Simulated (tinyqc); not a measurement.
Admittance spectroscopy and thermally stimulated current of one trap level in a depletion layer: one step, computed by the program tinyqc.

A Schottky junction on n-type material holds one donor-like electron trap; shallow donors are fully ionised and abrupt depletion edges are assumed.

Question. The capacitance step. With E_c - E_F = k_B T_p ln(N_c/N): lambda = sqrt(2 eps eps_0 (E_t - (E_c - E_F))/(e^2 N)); traps are empty and charged for x < x_t = w - lambda, and V_b = e (N w^2 + N_t x_t^2)/(2 eps eps_0). High frequency: C_hf = eps eps_0/w. Low frequency: C_lf = eps eps_0 (N + N_t)/(N w + N_t x_t).

Inputs (values chosen for the exercise, modelled on n-type 4H-SiC):

| quantity | value | unit |
|---|---|---|
| dielectric constant eps | 9.71 | - |
| shallow doping N | 3.5e+16 | 1/cm^3 |
| trap density N_t | 6e+15 | 1/cm^3 |
| trap depth E_t below the band | 0.213 | eV |
| band bending V_b | 1.4 | V |

E_c - E_F = k_B T_p ln(N_c/N) = 0.1514939 eV

Constants: eps_0 = 8.8541878128e-12 F/m; e = 1.602176634e-19 C.

Give: lambda; depletion width w; crossing point x_t; C_hf; C_lf; step (C_lf - C_hf)/C_hf; small-N_t estimate (N_t/N)(lambda/w).

Answer.

lambda = 43.43 nm

depletion width w = 197.2 nm

crossing point x_t = 153.7 nm

C_hf = 43.60 nF/cm^2

C_lf = 45.06 nF/cm^2

step (C_lf - C_hf)/C_hf = 0.03331

small-N_t estimate (N_t/N)(lambda/w) = 0.03776

Reading N_t/N straight from the step would give 0.0333 against the true 0.171: the factor lambda/w must be known.
